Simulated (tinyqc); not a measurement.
# Gap and radiative efficiency from Jsc and Voc

Question. Photon flux above E from a black body at temperature T into a hemisphere: Phi(E, T) = A sum_k exp(-k E/th)[E^2 th/k + 2 E th^2/k^2 + 2 th^3/k^3], k = 1, 2, ..., with th = kB T/q in eV and A = 2 pi q^3/(h^3 c^2). A cell with a sharp absorption edge has Jsc = q fs X Phi(Eg, Ts) and Voc = Vt ln(1 + Jsc/J0), J0 = q ge Phi(Eg, T)/ERE. Find Eg and ERE.

Values chosen for this exercise:
- T = 300 K (cell temperature)
- Ts = 5760 K (temperature of the black-body sun)
- fs = 2.16e-5 (share of the hemisphere filled by the sun)
- X = 100 (concentration)
- ge = 1 (number of faces that emit)

Constants: q = 1.602176634e-19 C, kB = 1.380649e-23 J/K, h = 6.62607015e-34 J s, c = 299792458 m/s, Vt = kB T/q. Results are converted to the units shown.

Jsc = 1734.98383 mA/cm^2
Voc = 1.86023106 V

Answer. Phi falls steadily with E, so Jsc fixes Eg; Voc gives J0, and its ratio to the radiative dark current is 1/ERE.

Eg = 2.100 eV
ERE = 0.1000

Program tinyqc, `OMP_NUM_THREADS=1 python tinyqc.py 2820010 2820011 out.jsonl`; Intel Xeon 2.30GHz, shared host, one thread, about 0.01 s.
